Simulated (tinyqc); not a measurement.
Nanowire ballistic transistor, top-of-the-barrier model: two steps of the calculation.

At the top of the source barrier, states moving towards the drain are filled by the source (Fermi level 0) and states moving back by the drain (Fermi level -q Vd); nothing scatters. U is the shift of the band edge there, set by the capacitances CG, CD and CS (the total) and by the charge. Parabolic one-dimensional subband; the source is grounded.

Values chosen for this exercise; mass and valleys close to those of germanium: temperature T = 250 K; effective mass m = 0.115 m0; valley degeneracy gv = 4; relative permittivity of the gate insulator eox = 3.9; insulator thickness tox = 2 nm; wire diameter d = 2 nm; gate control CG/CS aG = 0.83; band edge at the barrier top above the source Fermi level at zero bias E0 = 0.19 eV; drain voltage Vd = 0.2 V.

Constants: q = 1.602176634e-19 C, kB = 1.380649e-23 J/K, hbar = 1.054571817e-34 J s, h = 6.62607015e-34 J s, m0 = 9.1093837015e-31 kg, Vt = kB T/q, eps0 = 8.8541878128e-14 F/cm where lengths are in cm. Results are converted to the units shown.

Problem 1. Self-consistent potential at the barrier top. eta1 = -(E0 + U)/Vt, eta2 = eta1 - Vd/Vt, n = (N0/2)[F_(-1/2)(eta1) + F_(-1/2)(eta2)], F_(-1/2)(x) = (1/sqrt(pi)) int_0^infinity u^(-1/2)/(1 + exp(u - x)) du. U(out) = UL + q (n - n0)/CS. U(new) = U + 0.2 (U(out) - U).

U after iteration 1 = -0.22981376 eV
N0 = 5.7547830e6 cm^-1
CS = 2.3794175 pF/cm
n0 = 850.65242 cm^-1
UL = -0.4364 eV

Give: eta1; eta2; n; U(out); U after iteration 2.

Solution 1.

eta1 = 1.8481
eta2 = -7.4355
n = 4.0305e6 cm^-1
U(out) = -0.16506 eV
U after iteration 2 = -0.21686 eV

Problem 2. Current, mean velocity and share of the gate voltage. N0 = gv sqrt(2 m kB T/pi)/hbar, CG = 2 pi eps0 eox/ln(1 + 2 tox/d), CS = CG/aG, n0 = n at U = 0 and Vd = 0. I = gv (2 q^2/h) Vt [ln(1 + exp eta1) - ln(1 + exp eta2)]. Mean velocity I/(q n). CQ = (q/Vt) dn/d(eta1); the band edge follows the gate as -dU/dVg = aG/(1 + CQ/CS).

converged U = -0.21670344 eV

Give: eta1; n; I; mean velocity; CQ; -dU/dVg.

Solution 2.

eta1 = 1.240
n = 3.264e6 cm^-1
I = 9.972 uA
mean velocity = 1.907e7 cm/s
CQ = 9.541 pF/cm
-dU/dVg = 0.1657 eV/V

The carriers from the source are near degeneracy (eta1 = 1.24), and the mean velocity is 1.32 times vT = sqrt(2 kB T/(pi m)) = 1.45e7 cm/s.

Numbers from tinyqc (`OMP_NUM_THREADS=1 python tinyqc.py 2400139 2400140 out.jsonl`; about 0.04 s on one thread of a shared Intel Xeon 2.30GHz).
